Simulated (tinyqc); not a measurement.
What each parameter does: six-band hole subbands of a thin body in a field.

Basis X, Y, Z times spin, hole energies counted downwards from the unstrained edge (the hydrostatic shift is left out), c = hbar^2/2m0. For a symmetric tensor T let C(T) have C_XX = L Txx + M (Tyy + Tzz), C_XY = N Txy (cyclic), L = c (g1 + 4 g2), M = c (g1 - 2 g2), N = 6 c g3. k = q + kz n, n the unit normal, q = k1 u + k2 v with u along the channel [1-10] and v = n x u. H = C(k k^T) + (Dso/3)(1 - L.sigma) - B + e F z with (L_k)_ij = -i epsilon_kij; B is the block C built from the traceless strain with 2b, -b and sqrt(3) d in place of L, M, N. Strain: exx = eyy = (s11 + s12) sx/2, ezz = s12 sx, exy = -s44 sx/4. Hard walls at z = 0 and t; basis sin(j pi z/t), j = 1 to Nz: kz^2 = (j pi/t)^2, kz = -i D with D_jl = 4 j l/(t (j^2 - l^2)), z_jj = t/2 and z_jl = -8 t j l/(pi (j^2 - l^2))^2 for j + l odd; 1 MV/cm = 0.01 eV/angstrom.

Nz = 14. E1 is the top subband at q = 0, gap the distance to the next pair, and the masses are c q^2/(E(q) - E1) at |q| = 0.02 1/angstrom (mean of the spin pair) along the channel [1-10] and across it in the plane; a dash marks a band that does not rise.

Constants: hbar^2/2m0 = 3.80998211 eV angstrom^2.

Values chosen for the exercise (near those of a p-type Si channel; not measured data):
```
symbol  value                unit      meaning
g1      4.28                           Luttinger gamma1
g2      0.34                           gamma2
g3      1.45                           gamma3
Dso     0.043                eV        spin-orbit splitting
b       -2.08                eV        tetragonal potential
d       -4.79                eV        trigonal potential
S       (7.8, -2.14, 12.76)  1/TPa     compliances s11, s12, s44
face    001                            surface
t       80                   angstrom  body thickness
F       0                    MV/cm     field across the body
sx      1                    GPa       stress along the channel [1-10], negative in compression
```

Six bands.

One parameter was then changed.

Results before and after:
```
case,E1 (meV),gap (meV),m channel (m0),m across (m0)
base,8.1,20.5,1.937,0.300
changed,8.1,20.5,1.205,0.274
```

Which of these changes was made? (a) t = 70 angstrom; (b) F = 0.3 MV/cm; (c) d = -3.83 eV; (d) Dso = 0.065 eV; (e) g2 = 0.39; (f) g3 = 1.35; (g) sx = 0.5 GPa.

Answer: (f) g3 = 1.35. Of the candidates, run in turn, only this one gives the changed row.

All candidates:
```
case,E1 (meV),gap (meV),m channel (m0),m across (m0)
base,8.1,20.5,1.937,0.300
t = 70 angstrom,15.7,21.6,2.576,0.273
F = 0.3 MV/cm,105.6,22.9,2.678,0.241
sx = 0.5 GPa,16.7,14.0,2.895,0.266
g3 = 1.35,8.1,20.5,1.205,0.274
g2 = 0.39,8.1,21.0,2.035,0.283
Dso = 0.065 eV,8.3,24.4,1.775,0.282
d = -3.83 eV,11.3,17.9,1.943,0.387
```

(tinyqc, `OMP_NUM_THREADS=1 python tinyqc.py 1281489 1281490 out.jsonl`, Intel(R) Xeon(R) Processor @ 2.30GHz, 1 thread, shared host, about 0.4 s.)
